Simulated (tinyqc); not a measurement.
Charge-trap memory cell: one step of the calculation.

Channel, tunnel oxide, storage layer, blocking layer, gate. N electrons per area sit in a sheet at the centroid and shift the threshold by U = (q/eps0) N (tb/eb + xc tn/en). EOT = t1 + 3.9 (tn/en + tb/eb); tunnel field F = (Vg - U)/EOT; dN/dt = eta (J/q)(1 - N/Nm). Fowler-Nordheim: J = A F^2 exp(-B/F), A = q^2/(16 pi^2 hbar mo phi) (times 1e14 for A/cm^2 with F in V/nm, emitter mass m0), B = (4/3) sqrt(mo/C) phi^1.5, C = hbar^2/(2 m0).

Question. Retention after ten years. Retention: filled traps are spread evenly in depth from E1 to E2, and each empties at the rate nu exp(-E/kB T). The share left is the mean of exp(-nu t exp(-E/kB T)) = [kB T/(E2 - E1)] [E1x(nu t exp(-E2/kB T)) - E1x(nu t exp(-E1/kB T))], E1x the exponential integral; traps shallower than about Ed = kB T ln(nu t) are empty. t = 3.15576e8 s.

Inputs (values chosen for the exercise); oxide values close to those of silicon dioxide, storage layer close to silicon nitride, blocking layer close to aluminium oxide: storage temperature T = 423 K; shallowest trap depth E1 = 0.95 eV; deepest trap depth E2 = 2.01 eV; attempt frequency nu = 1e12 1/s.

Constants: q = 1.602176634e-19 C, kB = 1.380649e-23 J/K, Vt = kB T/q. Results are converted to the units shown.

Find: Ed; share left; loss a decade while Ed lies between E1 and E2, kB T ln 10/(E2 - E1).

Answer.

Ed = 1.721 eV
share left = 0.2532
loss a decade while Ed lies between E1 and E2, kB T ln 10/(E2 - E1) = 0.07918

Range of the model: The Fowler-Nordheim form needs F t1 above phi; trap-assisted paths and leakage through the blocking layer are left out.

Program tinyqc, `OMP_NUM_THREADS=1 python tinyqc.py 2130134 2130135 out.jsonl`; Intel Xeon 2.30GHz, shared host, one thread, about 0.1 s.
